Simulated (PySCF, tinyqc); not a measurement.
Worked calculation: RHF in the sto-3g basis, for BeH+, spin multiplicity 1. The lowest restricted solution is unstable here: a spin-polarised one lies 0.0727 hartree lower (PySCF). Computed by tinyqc, a small Python program that keeps every step (integrals from PySCF). Settings: charge = 1, multiplicity = 1, basis = sto-3g, energy threshold = 1e-09, iteration cap = 88, orthogonalisation = symmetric, start = core, DIIS depth = 8, method = RHF. Command: `OMP_NUM_THREADS=1 python tinyqc.py 21504 21505 out.jsonl` (the two numbers bound the seeds that draw the settings). One thread of a shared host (Intel(R) Xeon(R) Processor @ 2.60GHz), about 0.07 s of CPU time with the checks.

Geometry (angstrom):

| atom | x | y | z |
|---|---|---|---|
| Be | 0.000000 | 0.000000 | 0.000000 |
| H | 0.000000 | 0.000000 | 2.514000 |

Stop when the energy changes by less than 1e-09 hartree and every element of the error matrix X^T (F D S - S D F) X is below 9e-06.

Course of the cycle:

| iteration | E (hartree) | change | largest element of the error matrix |
|---|---|---|---|
| 1 | -14.31544929 | - | 1.66e-01 |
| 2 | -14.50022812 | -1.85e-01 | 3.98e-02 |
| 3 | -14.50416703 | -3.94e-03 | 1.34e-02 |
| 4 | -14.50472938 | -5.62e-04 | 4.88e-03 |
| 5 | -14.50481176 | -8.24e-05 | 3.58e-04 |
| 6 | -14.50481213 | -3.80e-07 | 2.03e-05 |
| 7 | -14.50481214 | -1.73e-09 | 1.75e-06 |
| 8 | -14.50481214 | -1.28e-11 | 9.18e-09 |

Can the last value be used, and what does the course show?

Yes. Converged in 8 iterations. PySCF RHF in the same basis = -14.50481214 hartree.
